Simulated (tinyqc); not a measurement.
Equilibrium and kinetic segregation of a solute to boundaries and growing surfaces: one step, computed by the program tinyqc. Command: `OMP_NUM_THREADS=1 python tinyqc.py 3028246 3028247 out.jsonl segreg walk`. One thread of a shared host (Intel(R) Xeon(R) Processor @ 2.30GHz), about 0.01 s of CPU time with the checks.

Question. Boundary energy. Gibbs adsorption for this isotherm in a dilute matrix: gamma = gamma_0 + Gam_0 [k_B T ln(1 - theta) + z w theta^2/2], Gam_0 = delta/Omega sites per area.

Inputs (values chosen for the exercise, modelled on arsenic in polycrystalline silicon):
```
quantity                             value        unit
interaction z w (positive attracts)  0.085          eV
temperature T                          875           K
boundary thickness delta               0.4          nm
atomic volume Omega                  20.02  angstrom^3
clean boundary energy gamma_0         0.75       J/m^2
```

Isotherm: Fowler-Guggenheim.

coverage theta = 0.04159718

Constants: 1 eV/angstrom^2 = 16.02176634 J/m^2; k_B = 8.617333262e-05 eV/K.

Give: Gam_0; boundary energy gamma.

Answer.

Gam_0 = 19.98 1/nm^2

boundary energy gamma = 0.7400 J/m^2

Segregation lowers gamma by 1.3 %, and the driving force of grain growth with it.
